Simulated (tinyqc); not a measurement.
Sheet resistance and contact resistivity from two gaps.

Problem. A circular structure with r0 >> Lt has R = (Rsh/2 pi) [Lt (1/r0 + 1/r1) + ln(r1/r0)], r1 = r0 + sp, Lt = sqrt(rc/Rsh). Find Rsh, Lt and rc.

Values chosen for this exercise: radius of the inner contact r0 = 6.8 um.

R at sp = 1.4 and 6.1 um (ohm): 84.944631  163.35446

Solution. R is linear in Rsh and Rsh Lt, so two gaps give both.

Rsh = 1.20e3 ohm/sq
Lt = 0.957 um
rc = 1.10e-5 ohm cm^2

Numbers from tinyqc (`OMP_NUM_THREADS=1 python tinyqc.py 2760056 2760057 out.jsonl`; about 0.01 s on one thread of a shared Intel Xeon 2.30GHz).
